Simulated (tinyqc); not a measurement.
Yield against design margin.

Cells fail independently with probability Q(k) = erfc(k/sqrt(2))/2 when the margin is k standard deviations, and Y = exp(-Nb Q(k)). phi = exp(-k^2/2)/sqrt(2 pi).  k = margin/s(dVT). With one spare that repairs any one cell, Y1 = exp(-x)(1 + x), x = Nb Q(k).

Inputs (values chosen for the exercise): number of cells Nb = 268435456.

s(dVT) = 76 mV

Yield against design margin:

| M (mV) | k | Q(k) | expected failures x | Y | Y1 |
|---|---|---|---|---|---|
| 392 | 5.1579 | 1.2487e-7 | 33.520 | 2.7704e-15 | 9.5633e-14 |
| 421 | 5.5395 | 1.5169e-8 | 4.0719 | 0.017045 | 0.086449 |
| 441 | 5.8026 | 3.2641e-9 | 0.87620 | 0.41636 | 0.78118 |
| 461 | 6.0658 | 6.5654e-10 | 0.17624 | 0.83842 | 0.98618 |
| 490 | 6.4474 | 5.6904e-11 | 0.015275 | 0.98484 | 0.99988 |
| 519 | 6.8289 | 4.2770e-12 | 0.0011481 | 0.99885 | 1.0000 |
| 549 | 7.2237 | 2.5299e-13 | 6.7911e-5 | 0.99993 | 1.0000 |
| 588 | 7.7368 | 5.0958e-15 | 1.3679e-6 | 1.0000 | 1.0000 |

Over a change of the margin from 392 to 588 mV, k goes from 5.16 to 7.74, the expected failures fall by 7.4 decades and the yield goes from 2.77e-15 to 1.000. The spare helps most at M = 441 mV among the rows, where it lifts the yield from 0.416 to 0.781.

Numbers from tinyqc (`OMP_NUM_THREADS=1 python tinyqc.py 2090151 2090152 out.jsonl`; about 0.01 s on one thread of a shared Intel Xeon 2.30GHz).
